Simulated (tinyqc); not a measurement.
Thermodynamics of metal silicides: hull, first phase, silicon consumed, nucleation and stability against SiO2: one step, computed by the program tinyqc.

Entropies of formation of the solids are neglected, so heats stand for free energies. Si fractions: M2Si 0.3333, MSi 0.5000, MSi2 0.6667.

Task: First phase. Effective heat of formation: at the interface the mixture has the Si fraction x_e; the limiting element scales the heat, H_eff = H x_e/x if x_e < x, H (1 - x_e)/(1 - x) otherwise. The rule names the most negative as the first phase; its restriction to congruently melting phases is left out here.

Inputs (values chosen for the exercise, of the order of those of nickel silicides for heats and volumes only):

| quantity | value | unit |
|---|---|---|
| heat of formation of M2Si | -45.9 | kJ/mol atoms |
| heat of formation of MSi | -41.8 | kJ/mol atoms |
| heat of formation of MSi2 | -29.6 | kJ/mol atoms |
| Si fraction x_e at the lowest liquidus | 0.27 | - |

Phases: M2Si, MSi, MSi2.

Give: H_eff; most negative H_eff.

Result:

H_eff (kJ/mol atoms): M2Si -37.179, MSi -22.572, MSi2 -11.988

most negative H_eff = -37.179 kJ/mol atoms

The rule picks M2Si, ahead of MSi by 14.6 kJ/mol. The rule is empirical and ignores nucleation barriers.
